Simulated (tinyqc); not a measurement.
Worked calculation: finite-difference solution of the diffusion equation on a small grid. Computed by tinyqc, a small Python program that keeps every step. Command: `OMP_NUM_THREADS=1 python tinyqc.py 3024843 3024844 out.jsonl fdiff walk`. One thread of a shared host (Intel(R) Xeon(R) Processor @ 2.30GHz), about 0.01 s of CPU time with the checks. Intermediate numbers are printed to about 5 digits and carried at full precision; extremes and crossings named in words are read from the listed rows.

dC/dt = D d2C/dx2 on nodes x_j = j dx, j = 0..11; the far end is sealed.

Inputs (values chosen for the exercise):

| quantity | value | unit |
|---|---|---|
| diffusivity D | 0.079 | nm^2/s |
| grid spacing dx | 20 | nm |
| time step dt | 1400 | s |
| final time t_f | 42000 | s |
| surface value C_s | 59 | % of a reference |

Boundary at x = 0: fixed surface value. Scheme: explicit.

start values C_j, j = 0, 1, ... (% of a reference): 0  0  0  0  0  0  0  0  0  0  0  0

## Mesh ratio and operator

The operator M acts as (M C)_j = C_(j-1) - 2 C_j + C_(j+1); at the sealed far end a mirror node gives 2 C_(N-2) - 2 C_(N-1); at j = 0, C_0 is held at C_s from the start (row of zeros). r = D dt/dx^2.

mesh ratio r = 0.2765

operator M:
```
    0   1   2   3   4   5   6   7
0   0   0   0   0   0   0   0   0
1   1  -2   1   0   0   0   0   0
2   0   1  -2   1   0   0   0   0
3   0   0   1  -2   1   0   0   0
4   0   0   0   1  -2   1   0   0
5   0   0   0   0   1  -2   1   0
6   0   0   0   0   0   1  -2   1
7   0   0   0   0   0   0   1  -2
8   0   0   0   0   0   0   0   1
9   0   0   0   0   0   0   0   0
10  0   0   0   0   0   0   0   0
11  0   0   0   0   0   0   0   0

     8   9  10  11
0    0   0   0   0
1    0   0   0   0
2    0   0   0   0
3    0   0   0   0
4    0   0   0   0
5    0   0   0   0
6    0   0   0   0
7    1   0   0   0
8   -2   1   0   0
9    1  -2   1   0
10   0   1  -2   1
11   0   0   2  -2
```

## Amplification factors

The mode of M with eigenvalue mu has its amplitude multiplied per step by g = (1 + (1 - theta) r mu)/(1 - theta r mu), with theta = 0 explicit, 1 implicit, 1/2 Crank-Nicolson; the explicit scheme is stable for r up to 2/|mu_min|.

eigenvalues mu of M: -3.9796  -3.8193  -3.5115  -3.0813  -2.5635  -2.0000  -1.4365  -0.9187  -0.4885  -0.1807  -0.0204  0.0000

factors g: -0.1004  -0.0560  0.0291  0.1480  0.2912  0.4470  0.6028  0.7460  0.8649  0.9500  0.9944  1.0000

largest stable r of the explicit scheme = 0.50256

The smallest factor is -0.100: the shortest waves flip sign at each step while they decay.

## Time step 1

C at the start (%): 59  0  0  0  0  0  0  0  0  0  0  0

With r = D dt/dx^2: (1 - theta r M) C(new) = (1 + (1 - theta) r M) C(old); theta = 0 explicit, 1 implicit, 1/2 Crank-Nicolson.

C after step 1 (%): 59.0000  16.3135  0.0000  0.0000  0.0000  0.0000  0.0000  0.0000  0.0000  0.0000  0.0000  0.0000

## Time step 2

The formulas are those given above.

C after step 2 (%): 59.000  23.606  4.511  0.000  0.000  0.000  0.000  0.000  0.000  0.000  0.000  0.000

## All steps

The run takes n = round(t_f/dt) steps of length t_f/n. The dose is the trapezoidal sum of C dx; the error is the largest difference from exp(M D t/dx^2) C(0), the exact time evolution on the same grid.

Course of the run:

| step | t (s) | C_1 | C_6 | dose (% nm) | largest error |
|---|---|---|---|---|---|
| 1 | 1400 | 16.314 | 0 | 916.3 | 3.6434 |
| 2 | 2800 | 23.606 | 0 | 1152.3 | 3.1024 |
| 3 | 4200 | 28.112 | 0 | 1348.1 | 2.4124 |
| 4 | 5600 | 31.242 | 0 | 1518.9 | 1.8748 |
| 5 | 7000 | 33.579 | 0 | 1672.4 | 1.4874 |
| 6 | 8400 | 35.410 | 2.6365e-02 | 1812.9 | 1.2081 |
| 7 | 9800 | 36.895 | 9.7075e-02 | 1943.4 | 1.0027 |
| ... | ... | ... | ... | ... | ... |
| 24 | 33600 | 46.390 | 6.0139e+00 | 3479.8 | 0.3309 |
| 25 | 35000 | 46.633 | 6.4322e+00 | 3549.6 | 0.3193 |
| 26 | 36400 | 46.863 | 6.8468e+00 | 3618.0 | 0.3082 |
| 27 | 37800 | 47.080 | 7.2569e+00 | 3685.1 | 0.2976 |
| 28 | 39200 | 47.286 | 7.6624e+00 | 3751.0 | 0.2875 |
| 29 | 40600 | 47.481 | 8.0627e+00 | 3815.8 | 0.2778 |
| 30 | 42000 | 47.667 | 8.4578e+00 | 3879.5 | 0.2685 |

C at the end (%): 59.000  47.667  36.976  27.462  19.478  13.163  8.458  5.162  3.001  1.695  1.012  0.802

largest error at t_f = 0.26851 %

final dose = 3879.5 % nm

final C_6 = 8.4578 %

The time-step error at the end is 0.27 on a scale of 59.0. The dose grows as material enters from the surface.

## The three schemes as the step is halved

Each run reaches t_f in n equal steps; errors are the largest difference from exp(M D t_f/dx^2) C(0). A dash marks unstable explicit runs.

Largest error at t_f (%):

| steps n | r | explicit | implicit | Crank-Nicolson |
|---|---|---|---|---|
| 4 | 2.0737 | - | 1.9488 | 7.8232e-01 |
| 8 | 1.0369 | - | 0.9978 | 4.2184e-02 |
| 16 | 0.5184 | - | 0.5022 | 1.0568e-02 |
| 32 | 0.2592 | 0.25174 | 0.2516 | 2.6474e-03 |
| 64 | 0.1296 | 0.12589 | 0.1258 | 6.6221e-04 |
| 128 | 0.0648 | 0.06294 | 0.0629 | 1.6557e-04 |
| 256 | 0.0324 | 0.03147 | 0.0315 | 4.1395e-05 |

From the last two rows, halving the step divides the error by 2.00 (explicit), 2.00 (implicit), 4.00 (Crank-Nicolson): a factor 2 marks first order in dt and 4 second order. The explicit scheme needs n of at least 17 to be stable; the other two are stable at any step.

Checks made by the program: matrix exponential against 4096 Crank-Nicolson steps (relative difference 3e-09).
